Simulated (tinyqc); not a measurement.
Field-effect mobility of a thin-film transistor with band-tail and deep states (multiple trapping): one step, computed by the program tinyqc.

A thick film in accumulation at small drain voltage. Only free electrons move; trapped ones still screen the gate. N_c and mu_0 are held fixed when T changes, leaving out the T^(3/2) growth of N_c. x = E_0 - psi is the distance of the Fermi level below the band edge.

Question. Free and trapped densities. F_j(eta) = int_0^infinity x^j/(1 + exp(x - eta)) dx, without a gamma-function factor. Integrals over x = E/(k_B T) use 160 Gauss-Legendre points in u = sqrt(x) from 0 to sqrt(max(eta, 0) + 32). Free n(x) = N_c (2/sqrt(pi)) F_1/2(-x/k_B T), with F_1/2 from its two-term series in exp(-x/k_B T) for x >= 12 k_B T; tail n_t(x) = int_0^1.2eV g_t exp(-E/E_t)/(1 + exp((x - E)/k_B T)) dE, E counted down from the edge, 120 Gauss-Legendre points; deep charge g_d psi; space charge rho(psi) = n + n_t + g_d psi less its value at psi = 0.

Inputs (values chosen for the exercise, modelled on amorphous In2O3):

| quantity | value | unit |
|---|---|---|
| effective density of states N_c | 3.8e+18 | 1/cm^3 |
| tail density at the edge g_t | 4.2e+19 | 1/(eV cm^3) |
| tail width E_t | 24 | meV |
| temperature T | 350 | K |

Deep states: included.

Constants: k_B = 8.617333262e-05 eV/K.

Give: Local densities at x = 0.4, 0.3, 0.2, 0.15, 0.1, 0.05, 0 and -0.05 eV.

Answer.

Local densities at x = 0.4, 0.3, 0.2, 0.15, 0.1, 0.05, 0 and -0.05 eV:

| x (eV) | n (1/cm^3) | n_t (1/cm^3) | n/(n + n_t) |
|---|---|---|---|
| 0.40 | 6.607e+12 | 8.262e+12 | 0.4444 |
| 0.30 | 1.820e+14 | 2.158e+14 | 0.4575 |
| 0.20 | 5.009e+15 | 5.185e+15 | 0.4913 |
| 0.15 | 2.623e+16 | 2.359e+16 | 0.5265 |
| 0.10 | 1.363e+17 | 9.594e+16 | 0.5868 |
| 0.05 | 6.798e+17 | 3.113e+17 | 0.6859 |
| 0.00 | 2.908e+18 | 6.698e+17 | 0.8128 |
| -0.05 | 8.920e+18 | 9.134e+17 | 0.9071 |

E_t/k_B T = 0.80: the tail is narrower than about k_B T, so deep in the gap n_t roughly follows n, and the free share changes far less than n does.
